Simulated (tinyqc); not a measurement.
Width of the well: quantum-confined Stark effect in a modulator well.

Envelopes on cells of 0.5 angstrom over the well |z| < L/2 and 45 angstrom of barrier on each side, psi = 0 beyond, psi'/m continuous (mean mass between points), c = hbar^2/2m0. The electron sees + e F z and the hole - e F z, each with its offset in the barriers; 1 kV/cm = 1e-5 eV/angstrom. Light holes, band mixing and escape by tunnelling are left out.

Exciton: in-plane function exp(-rho/lam), 1/mu = 1/me + 1/mp, E(lam) = c/(mu lam^2) - (q/eps) times the integral over k of Fm(k)(1 + (k lam/2)^2)^(-3/2), Fm(k) the double integral of psi_e^2 psi_h^2 exp(-k |z - z'|), q = e^2/(4 pi eps0); binding Eb = -E at the minimum. Line at Eg + E_e + E_h - Eb, strength proportional to overlap^2/lam^2.

Constants: hbar^2/2m0 = 3.80998211 eV angstrom^2; e^2/(4 pi eps0) = 14.39964547 eV angstrom; hc = 1239.841984 eV nm.

Parameters, chosen for this exercise (near those of a Ge well in SiGe, direct gap; shifted at random, so the results belong to these values and not to a real crystal):
```
symbol  value                        unit      meaning
Vc      0.408                        eV        conduction offset
Vv      0.11                         eV        heavy-hole offset
me      0.042                        m0        electron, well
meb     0.0561                       m0        electron, barrier
mh      0.2                          m0        heavy hole along z, well
mhb     0.233                        m0        heavy hole, barrier
Eg      0.856                        eV        gap of the well
mp      0.066                        m0        heavy hole in the plane
eps     15.6                                   dielectric constant
Ls      (56, 74, 92, 112, 136, 164)  angstrom  widths
F_L     39                           kV/cm     field for this table
```

Zero-field line, its shift at F_L and the relative strength.

Results:
```
L (angstrom)  line at F = 0 (nm)  Eb (meV)  shift (meV)  relative strength  shift x strength (meV)
56                        1257.8      4.26        -0.75              0.982                    0.74
74                        1311.6      4.11        -1.38              0.957                    1.32
92                        1346.6      3.97        -2.42              0.902                    2.18
112                       1372.5      3.82        -4.15              0.795                    3.30
136                       1393.0      3.67        -7.13              0.608                    4.34
164                       1408.5      3.51       -11.83              0.373                    4.42
```

What does the comparison show?

The shift grows with exponent 2.18 in L over the first two rows and 2.70 over the last two, against 4 for hard walls at second order; leakage lowers it in narrow wells and saturation in wide ones. The strength falls from 0.98 to 0.37, and the product of the two is largest at 164 angstrom, the widest listed.

Run: tinyqc, `OMP_NUM_THREADS=1 python tinyqc.py 1250422 1250423 out.jsonl`; Intel(R) Xeon(R) Processor @ 2.30GHz, one thread, shared host; about 0.1 s of CPU time with all checks.
